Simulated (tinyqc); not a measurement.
Undoped symmetric double-gate MOSFET, analytic potential model: two steps of the calculation.

An undoped body of thickness ts between two equal insulators and tied gates; long channel, electrons only, n = ni exp((psi - V)/Vt) with V the quasi-Fermi potential (0 at the source, Vd at the drain), constant mobility, no quantisation. Across the body psi(x) = V - 2 Vt ln[(ts/(2 beta)) sqrt(q ni/(2 eps0 eps_r Vt)) cos(2 beta x/ts)], x from the centre. Q is the electron charge per area of the whole body.

Inputs (values chosen for the exercise); material values those of a made-up semiconductor: temperature T = 300 K; band gap Eg = 0.897 eV; relative permittivity of the semiconductor eps_r = 15.2; conduction-band density of states at T Nc = 3.41e19 cm^-3; valence-band density of states at T Nv = 2.74e19 cm^-3; relative permittivity of the gate insulator eox = 9.06; insulator thickness tox = 5.3 nm; body thickness ts = 12 nm; gate work function less that of the intrinsic body dphi = -0.13 V.

Constants: q = 1.602176634e-19 C, kB = 1.380649e-23 J/K, Vt = kB T/q, eps0 = 8.8541878128e-14 F/cm where lengths are in cm. Results are converted to the units shown.

Task 1. Constants of the body. ni = sqrt(Nc Nv) exp(-Eg/(2 Vt)), Eg in volts; r = eps_r tox/(eox ts); V0 = dphi + 2 Vt ln[(2/ts) sqrt(2 eps0 eps_r Vt/(q ni))].

Wanted: ni; r; V0.

Result 1.

ni = 8.9286e11 cm^-3
r = 0.74099
V0 = 0.23494 V

Task 2. Potential and electron density across the body at the source. psi(x) as above with V = 0 and beta = beta_s; n = ni exp(psi/Vt).

| point | x/ts |
|---|---|
| 0 | 0 |
| 1 | 0.1 |
| 2 | 0.2 |
| 3 | 0.3 |
| 4 | 0.4 |
| 5 | 0.45 |
| 6 | 0.5 |

beta_s = 1.3171529
ni = 8.9286147e11 cm^-3

Wanted: psi; n.

Result 2.

| point | psi (V) | n (cm^-3) |
|---|---|---|
| 0 | 0.3792 | 2.093e18 |
| 1 | 0.3810 | 2.245e18 |
| 2 | 0.3867 | 2.801e18 |
| 3 | 0.3974 | 4.227e18 |
| 4 | 0.4156 | 8.565e18 |
| 5 | 0.4298 | 1.481e19 |
| 6 | 0.4507 | 3.324e19 |

The density at the surface is 15.9 times that at the centre (1/cos^2 beta). It reaches 0.97 Nc, where Boltzmann statistics overestimate it.

Numbers from tinyqc (`OMP_NUM_THREADS=1 python tinyqc.py 2440151 2440152 out.jsonl`; about 0.02 s on one thread of a shared Intel Xeon 2.30GHz).
